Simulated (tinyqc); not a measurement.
Inside a calculation. Method: Pariser-Parr-Pople SCF with singles CI, for the molecule C=CC=C(Cl)C=C (SMILES; centres numbered as the heavy atoms are written). One step of it, computed by the program tinyqc.

Question. PPP integrals. Mataga-Nishimoto: gamma = 14.399645/(R + a), a = 2 x 14.399645/(gamma_rr + gamma_ss); H_rr = -W_r - sum_(s != r) z_s gamma_rs; H_rs = beta for bonds.

Centres (angstrom, eV; a flat drawing with bonds scaled to 1.40 angstrom):
```
centre          x          y  core charge z          W   gamma_rr
1C      -3.161000  -0.301000              1  11.160000  11.130000
2C      -1.887000   0.280000              1  11.160000  11.130000
3C      -0.747000  -0.532000              1  11.160000  11.130000
4C       0.527000   0.050000              1  11.160000  11.130000
5Cl      0.660000   1.444000              2  26.000000  13.000000
6C       1.667000  -0.762000              1  11.160000  11.130000
7C       2.941000  -0.180000              1  11.160000  11.130000
```

Resonance integrals (eV):
```
i  j       beta
1  2  -2.390000
2  3  -2.390000
3  4  -2.390000
4  5  -1.590000
4  6  -2.390000
6  7  -2.390000
```

Give: repulsion gamma_rs; core matrix H.

Answer.

repulsion gamma_rs (eV):
```
         1C      2C      3C      4C     5Cl      6C      7C
1C   11.130   5.345   3.872   2.881   2.670   2.344   1.947
2C    5.345  11.130   5.346   3.872   3.605   2.881   2.344
3C    3.872   5.346  11.130   5.344   3.979   3.872   2.881
4C    2.881   3.872   5.344  11.130   5.551   5.346   3.872
5Cl   2.670   3.605   3.979   5.551  13.000   3.979   3.606
6C    2.344   2.881   3.872   5.346   3.979  11.130   5.344
7C    1.947   2.344   2.881   3.872   3.606   5.344  11.130
```

core matrix H (eV):
```
          1C       2C       3C       4C      5Cl       6C       7C
1C   -32.888   -2.390    0.000    0.000    0.000    0.000    0.000
2C    -2.390  -38.160   -2.390    0.000    0.000    0.000    0.000
3C     0.000   -2.390  -40.433   -2.390    0.000    0.000    0.000
4C     0.000    0.000   -2.390  -43.579   -1.590   -2.390    0.000
5Cl    0.000    0.000    0.000   -1.590  -49.390    0.000    0.000
6C     0.000    0.000    0.000   -2.390    0.000  -38.907   -2.390
7C     0.000    0.000    0.000    0.000    0.000   -2.390  -34.759
```
